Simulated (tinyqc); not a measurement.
# Donor or exciton in a quantum well (variational effective-mass method), step by step

A worked calculation. Computed by tinyqc, a small Python program that keeps every step. Command: `OMP_NUM_THREADS=1 python tinyqc.py 3002548 3002549 out.jsonl welldonor walk`. One thread of a shared host (Intel(R) Xeon(R) Processor @ 2.30GHz), about 0.2 s of CPU time with the checks. Intermediate numbers are printed to about 5 digits and carried at full precision; extremes and crossings named in words are read from the listed rows.

H = -nabla^2 - 2/|r - r_i| + V(z) in effective units; trial function psi = f(z) exp(-|r - r_i|/lambda), f the ground state of the well. Mass and screening are the same in well and barrier; l = L/a* is the width in effective units. Bands are flat: no polarisation or applied field.

Inputs (values chosen for the exercise, modelled on GaAs):
```
quantity                               value  unit
electron mass m                       0.0655   m_0
dielectric constant eps                 12.8     -
well width L                              10    nm
trial radius lambda                     0.45    a*
donor position z_i/L from the centre     0.4     -
barrier height V_0                      0.19    eV
```

Centre: donor. Barriers: finite.

Constants: Ry = 13.605693123 eV; a_0 = 0.529177210903 angstrom.

## Effective units

Ry* = Ry m/eps^2, a* = a_0 eps/m; l = L/a*.

mass used = 0.0655 m_0

Ry* = 5.4393 meV

a* = 10.341 nm

l = 0.96701

## The subband

k solves k tan(k l/2) = sqrt(v - k^2), v = V_0/Ry*, 0 < k l/2 < pi/2 (bisection); f = cos(k z) inside and cos(k l/2) exp(-kappa (|z| - l/2)) outside, kappa = sqrt(v - k^2); subband energy k^2 Ry*.

k = 2.3884 1/a*

subband energy = 31.028 meV

kappa = 5.4062 1/a*

## Binding at the trial radius

Binding E_b(lambda) = -1/lambda^2 + 4 A/(lambda B), with A = int f^2 exp(-2 s/lambda) dz, B = int f^2 exp(-2 s/lambda)(1 + 2 s/lambda) dz and s = |z - z_i|; 40 Gauss-Legendre points on each piece between the walls at z = -l/2 and l/2 and z_i, and out to 12/(kappa + 1/lambda) beyond the walls.

A = 0.17956 a*

B = 0.34824 a*

E_b(lambda) = -0.35491 Ry*

## Best radius

Golden-section search for the maximum over lambda from 0.3 to 4, 40 steps.

best lambda = 1.0705 a*

binding in Ry* = 1.5036

binding energy = 8.1788 meV

radius lambda a* = 11.071 nm

Confinement changes the binding by a factor 1.504 against the bulk value (with finite barriers it peaks in a narrow well and returns to 1 as L tends to 0, and away from the walls of a wide well it tends to 1).

## Binding against well width

Each row maximises over lambda (golden section, 0.3 to 4).

Against width:
```
L (nm)  lambda (a*)  binding (Ry*)  binding (meV)
0.8          0.8859         1.8032          9.808
1.5          0.8318         2.0743         11.283
3.0          0.8305         2.1459         11.672
5.5          0.9153         1.8937         10.301
10.0         1.0705         1.5036          8.179
18.0         1.2581         1.1371          6.185
32.0         1.3908         0.8585          4.670
```

The binding peaks at 2.146 Ry* near L = 3.0 nm: in narrower wells the envelope leaks into the barriers and returns towards three dimensions. In the widest well it is 0.859 Ry*; below 1 because the donor is off centre, where the envelope is small. Rows under about 2 nm are a few atomic layers, where the envelope model is only a guide.

## Binding against position

The formulas are those given above.

Against position:
```
z_i/L  lambda (a*)  binding (Ry*)  binding (meV)
0.0         0.8651         2.0386         11.089
0.1         0.8754         1.9966         10.860
0.2         0.9089         1.8774         10.212
0.3         0.9722         1.7019          9.257
0.4         1.0705         1.5036          8.179
0.5         1.1980         1.3173          7.165
```

From the centre to the wall the binding falls from 11.089 to 7.165 meV, 65 % of the centre value, since the walls keep the electron away from an off-centre ion; uniform doping thus gives a band of levels 3.923 meV wide, with a peak in its density at the centre value, where the slope vanishes.

Checks made by the program: the wide-well limit, 1 Ry* (relative difference 3e-03).
